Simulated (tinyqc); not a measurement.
Oxidation of curved silicon (wires and holes): cylindrical Deal-Grove kinetics with stress-retarded reaction. Changing the activation volume V_k. Computed by tinyqc, a small Python program. Command: `OMP_NUM_THREADS=1 python tinyqc.py 3015882 3015883 out.jsonl wireox sweep`. One thread of a shared host (Intel(R) Xeon(R) Processor @ 2.30GHz), about 0.02 s of CPU time with the checks.

Silicon fills r < a and oxide a < r < b. One volume of silicon gives 2.25 volumes of oxide, and the length is fixed.

Inputs (values chosen for the exercise, close to those used for silicon in steam):
```
quantity                       value    unit
prefactor B0                     423  um^2/h
activation energy E_B          0.777      eV
prefactor (B/A)0            1.27e+08    um/h
activation energy E_A           2.06      eV
starting silicon radius a0        66      nm
starting oxide x_i                 3      nm
viscosity prefactor eta0     1.1e-08    Pa s
viscosity energy E_eta          5.49      eV
critical shear stress s_c         83     MPa
temperature T                    800       C
time t                           0.2       h
```

Shape: wire (convex).

Constants: k_B = 8.617333262e-05 eV/K.

Method:
- B = B0 exp(-E_B/(k_B T)), B/A = (B/A)0 exp(-E_A/(k_B T)), eta = eta0 exp(E_eta/(k_B T)); 1 um = 1000 nm.
- Temperatures in kelvin are T(C) + 273.15.
- Geometry: b^2 = b0^2 + 1.25 (a0^2 - a^2), b0 = a0 + x_i.
- Rate of oxide made per interface area: q = 1/[1/k + 2 a |ln(b/a)|/B], and |da/dt| = q/2.25. Reaction k = (B/A) exp(-sigma V_k/(k_B T)). New oxide pushes the old with radial speed u = 1.25 |da/dt| at r = a; the shear stress at radius r is s_c asinh(z a^2/r^2), z = 2 eta u/(a s_c) (Eyring flow), and the compressive normal stress at the interface is sigma = |int_a^b 2 s/r dr| = s_c |F(z) - F(z a^2/b^2)|, F(y) = int_0^y asinh(w)/w dw. q and sigma are solved together. 1 MPa angstrom^3 = 6.241509e-6 eV.
- Integrate da/dt adaptively (tolerance 1e-8); a wire counts as consumed at a = 0.5 nm and a hole as closed at b = 0.5 nm. Planar reference: x^2 + A x = B t + x_i^2 + A x_i, A = B/(B/A).

One run for each value; columns: (1) activation volume V_k (angstrom^3); (2) oxide thickness (nm); (3) normal stress at time t (MPa); (4) ratio to the planar thickness:
```
(1)    (2)    (3)     (4)
2    7.995  282.6  0.9564
5    7.811  275.1  0.9344
10   7.532  263.7  0.9010
15   7.283  253.6  0.8711
20   7.057  244.6  0.8441
30   6.665  228.9  0.7973
40   6.335  215.7  0.7578
```

Over the rows, oxide thickness (nm) falls from 8.00 to 6.34 (exponent d ln y / d ln x -0.025 between the first rows and -0.18 between the last); normal stress at time t (MPa) falls from 283 to 216 (exponent d ln y / d ln x -0.029 between the first rows and -0.21 between the last); ratio to the planar thickness falls from 0.956 to 0.758 (exponent d ln y / d ln x -0.025 between the first rows and -0.18 between the last). Feedback: a slower reaction pushes the oxide less, so the stress itself falls as V_k grows.

Caution (all rows): the oxide is taken as a purely viscous fluid in steady flow; elasticity, stress-dependent diffusion and thin-oxide enhancement are left out.
